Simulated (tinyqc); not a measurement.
Wafer bonding and layer transfer: bond energy, gap closing, particles, bonding of dissimilar wafers and hydrogen blisters: one step, computed by the program tinyqc. Command: `OMP_NUM_THREADS=1 python tinyqc.py 3030679 3030680 out.jsonl bond walk`. One thread of a shared host (Intel(R) Xeon(R) Processor @ 2.30GHz), about 0.01 s of CPU time with the checks.

gamma is the energy per area of each of the two surfaces; plates are isotropic.

Task: Does a shallow gap close? E' = E1/(1 - nu^2), equal wafers of thickness t1 assumed. A gap of radius R closes if h_g < h_c: h_c = R^2/sqrt((2/3) E' t1^3/gamma) for R > 2 t1 (plate bending), h_c = 3.6 sqrt(R gamma/E') for R < 2 t1 (local deformation).

Inputs (values chosen for the exercise, with wafer 1 close to silicon):

| quantity | value | unit |
|---|---|---|
| Young's modulus E1 | 159 | GPa |
| Poisson ratio nu | 0.24 | - |
| thickness t1 | 725 | micrometre |
| radius of a shallow gap R | 0.95 | mm |
| half height of the gap h_g | 32 | nm |

bond energy gamma = 0.6661303 J/m^2

Give: closable height h_c; h_g/h_c.

Result:

closable height h_c = 220.5 nm

h_g/h_c = 0.1451

The gap closes.
